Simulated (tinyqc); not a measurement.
## Double-gate transistor below threshold, two-dimensional Poisson equation on a small mesh: refining the mesh

Half of a symmetric double-gate structure: row 0 is the mid-plane of the body, where the normal field vanishes. Mobile charge is neglected (subthreshold), the body is fully depleted, and potentials are counted from the intrinsic level; rows run upward to the gate, columns from source to drain.

The mesh has 2 c steps in the semiconductor (rows from 0 up to the interface), c steps in the insulator and 8 c along the channel, each uniform. Box integration, divided by eps0: up_i = eps hy/h of the interval above row i, dn_i = that of the interval below (0 for row 0), lat_i = (sum of eps h/2 over the intervals above and below)/hy, s_i = -q Na w_i hy/eps0 with w_i the semiconductor height of the box (hs/2 for row 0 and the interface row, hs between, 0 in the insulator). Each free node obeys (up + dn + 2 lat) psi = up psi(above) + dn psi(below) + lat [psi(left) + psi(right)] + s. Fixed values: gate row Vg - Vfb; column 0 at Vbi and the last column at Vbi + Vd in the semiconductor, each running linearly to Vg - Vfb across the insulator. The system is solved directly; psi is read on row 0 at mid-channel.

Parameters, values chosen for the exercise; semiconductor permittivity made up:
```
symbol,value,unit,meaning
eps_r,18.3,,relative permittivity of the semiconductor
eox,25,,relative permittivity of the insulator
tb,3,nm,half the body thickness
tox,6.2,nm,insulator thickness
L,21,nm,channel length
Na,0,cm^-3,acceptor density of the depleted body
Vbi,0.49,V,potential of the source
Vfb,0,V,gate offset
Vg,0.05,V,gate voltage
Vd,0.3,V,drain voltage
```

Constants: q = 1.602176634e-19 C, eps0 = 8.8541878128e-14 F/cm where lengths are in cm. Results are converted to the units shown.

Result of one run:
```
c  unknowns  psi at mid-channel (V)  d psi/dVg
8      1512                  0.2264     0.7011
```

What becomes of these results when the refinement factor c is changed from 8 to 4, all else the same?

Result of the changed run:
```
c  unknowns  psi at mid-channel (V)  d psi/dVg
4       372                  0.2281     0.6981
```

The whole series:
```
c   unknowns  psi at mid-channel (V)  d psi/dVg
1         21                  0.2624     0.6399
2         90                  0.2353     0.6860
3        207                  0.2300     0.6949
4        372                  0.2281     0.6981
6        846                  0.2268     0.7003
8       1512                  0.2264     0.7011
12      3420                  0.2260     0.7016
```

psi at mid-channel goes from 0.2624 V on the coarsest mesh to 0.2260 V on the finest, a difference of 36 mV. d psi/dVg changes by 0.046 from c = 1 to 2, by 0.012 from 2 to 4 and by 0.0030 from 4 to 8, a ratio of 4.0 between the last two, near the 4 of a second-order scheme.

tinyqc, about 0.09 s, one thread, Intel Xeon 2.30GHz (shared host): `OMP_NUM_THREADS=1 python tinyqc.py 2480010 2480011 out.jsonl`
